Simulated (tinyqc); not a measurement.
## AlGaN/GaN HEMT with access regions, lumped model: effect of the gate voltage

A polarisation-induced electron sheet under a Schottky gate, in series with two ungated access regions and contacts. Drift law v = mu E/(1 + mu E/vs) under the gate. Currents in mA/mm, resistances in ohm mm. No self-heating, no channel-length modulation; fits for polarisation, barrier and offset are chosen for the exercise.

sigma = (5e13 x + 1.6e13 x^2) cm^-2, phiB = 0.84 + 1.3 x, dEc = 0.7 (1.71 x + x^2) in volts, Cb = eps0 eps_r/d, VT = phiB - dEc - q sigma/Cb, access density n0 = -Cb VT/q. Access resistance R(L, n) = L/(q mu n sqrt(1 - (I/(q n vs))^2)); Rs = Rc + R(Ls, n0), Rd = Rc + R(Ld, (1 - ft) n0). Vg' = Vg - I Rs, Vd' = Vd - I (Rs + Rd); with u = Vg' - VT, Vc = vs Lg/mu and w the smaller of Vd' and Vc [sqrt(1 + 2 u/Vc) - 1] (0 if negative), the channel gives (mu Cb/Lg)(u w - w^2/2)/(1 + w/Vc). I equals that channel current. Isat is I at Vd = 10 V, gm = dIsat/dVg, Ron the limit of Vd/I at small Vd.

Inputs (values chosen for the exercise); values close to those of AlGaN/GaN structures: aluminium share of the barrier x = 0.3; barrier thickness d = 25 nm; relative permittivity of barrier and channel eps_r = 9.4; channel mobility mu = 1100 cm^2/(V s); saturation velocity vs = 1.6e7 cm/s; gate length Lg = 1 um; source access length Ls = 0.5 um; drain access length Ld = 16 um; resistance of each contact Rc = 0.52 ohm mm; share of the drain-access electrons removed by traps ft = 0.

Constants: q = 1.602176634e-19 C, eps0 = 8.8541878128e-14 F/cm where lengths are in cm. Results are converted to the units shown.

The same in every row: VT (V) = -7.104; n0 (cm^-2) = 1.476e13.

Result of one run:
```
Ron (ohm mm)	Isat (mA/mm)	gm (mS/mm)
9.085	207.9	194.1
```

Which gate voltage Vg gave this result: -6.7, -5.5, -4.4, -0.8 or 0.3 V?

Vg = -5.5 V.

The whole series:
```
Vg (V)	Ron (ohm mm)	Isat (mA/mm)	gm (mS/mm)
-6.7	14.14	22.03	95.58
-5.5	9.085	207.9	194.1
-4.4	8.392	443.2	229.9
-3.2	8.082	733.6	252.2
-2	7.917	1039	189.7
-0.8	7.816	1150	47.95
0.3	7.751	1188	24.20
1.5	7.700	1210	14.19
```

As Vg goes from -6.7 to 1.5 V, Ron falls from 14.1 to 7.70 ohm mm, Isat rises from 22.0 to 1210 mA/mm and gm goes from 95.6 through a maximum of 252 (at Vg = -3.2 V among the rows listed) to 14.2 mS/mm. The ceiling Cb vs is 533 mS/mm. For Vg = -3.2 to 1.5 V the power passes 5 W/mm, where self-heating, left out here, lowers the current. For Vg = -2 to 1.5 V the gated channel is not yet saturated at 10 V, because the access regions take the voltage, and gm drops. At Vg = 1.5 V Vg comes within 0.2 V of phiB or passes it, so at low drain current, as for Ron, the Schottky gate would conduct.

Computed by the program tinyqc: `OMP_NUM_THREADS=1 python tinyqc.py 2570029 2570030 out.jsonl`, one thread of a shared Intel Xeon 2.30GHz, about 0.02 s for the whole run.
